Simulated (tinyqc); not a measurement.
Oxide trap near a transistor channel: two-state multiphonon kinetics, telegraph noise and bias instability: one step, computed by the program tinyqc.

An n-channel device under positive gate bias. The trap is empty (state 1) or holds an electron (state 2); both states are parabolas of equal curvature, and the electron reservoir is taken at the Fermi level of the channel.

Task: Barriers and time constants. E_21 = E_t - e F x is the energy of state 2 over state 1; barriers E_c = (E_R + E_21)^2/(4 E_R), E_e = E_c - E_21; tau_c = exp(E_c/k_B T)/(k_0 P), tau_e = exp(E_e/k_B T)/(k_0 P), P the tunnelling factor; occupation f_2 = tau_e/(tau_c + tau_e); 1/tau_0 = 1/tau_c + 1/tau_e.

Inputs (values chosen for the exercise, with an insulator like SiO2 on silicon):
```
quantity,value,unit
trap depth x from the interface,0.71,nm
trap level above E_F at zero field E_t,0.45,eV
relaxation energy E_R,2.8,eV
oxide field F,5.1,MV/cm
attempt rate k_0 at the interface,9e+11,1/s
temperature T,200,K
```

Parts treated: one trap.

tunnelling factor = 2.087125e-04

Constants: k_B = 8.617333262e-05 eV/K.

Give: E_21; capture barrier E_c; emission barrier E_e; capture time tau_c; emission time tau_e; occupation f_2; tau_0.

Result:

E_21 = 0.0879 eV

capture barrier E_c = 0.7446 eV

emission barrier E_e = 0.6567 eV

capture time tau_c = 3.092e+10 s

emission time tau_e = 1.885e+08 s

occupation f_2 = 0.006059

tau_0 = 1.874e+08 s

The trap is almost always empty at this bias in equilibrium, which takes about tau_0 to reach. Caution: at this temperature nuclear tunnelling through such barriers shortens the times below these classical values.
